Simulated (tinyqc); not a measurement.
Energy and delay of logic against supply voltage: one step of the calculation.

One expression serves below and above threshold: I(Vg) = Ik [ln(1 + exp((Vg - VT + dd V)/(al nf Vt)))]^al, with I_on = I(V) and I_off = I(0). Gate delay td = kd C V/I_on, clock period LD td. Per gate and cycle the switching energy is act C V^2 and the leakage energy I_off V LD td. No short-circuit current, no variation. Minima are sought above 0.09 V; below a few Vt gates no longer switch and the model has no meaning.

Task. Currents, delay and energies. I_on, I_off, td, clock frequency 1/(LD td), both energies and their sum.

Parameters, values chosen for the exercise; values of the order met in logic technologies:

| symbol | value | unit | meaning |
|---|---|---|---|
| T | 358 | K | temperature |
| VT | 0.18 | V | threshold voltage at zero drain bias |
| nf | 1.26 |  | slope factor |
| dd | 0.11 |  | barrier lowering per volt of supply |
| Ik | 0.87 | uA | specific current of a gate |
| al | 1.52 |  | exponent of the current law |
| C | 3.6 | fF | load capacitance of a gate |
| kd | 0.6 |  | delay factor |
| LD | 60 |  | logic depth |
| act | 0.05 |  | activity factor |
| V | 0.43 | V | supply voltage |

Constants: q = 1.602176634e-19 C, kB = 1.380649e-23 J/K, Vt = kB T/q. Results are converted to the units shown.

Give: I_on; I_off; td; clock frequency; switching energy; leakage energy; energy.

Result.

I_on = 10.162 uA
I_off = 26.511 nA
td = 91.396 ps
clock frequency = 0.18236 GHz
switching energy = 33.282 aJ
leakage energy = 62.513 aJ
energy = 95.795 aJ

I_on/I_off = 383; leakage makes up 65.3 % of the energy.

Numbers from tinyqc (`OMP_NUM_THREADS=1 python tinyqc.py 2082136 2082137 out.jsonl`; about 0.01 s on one thread of a shared Intel Xeon 2.30GHz).
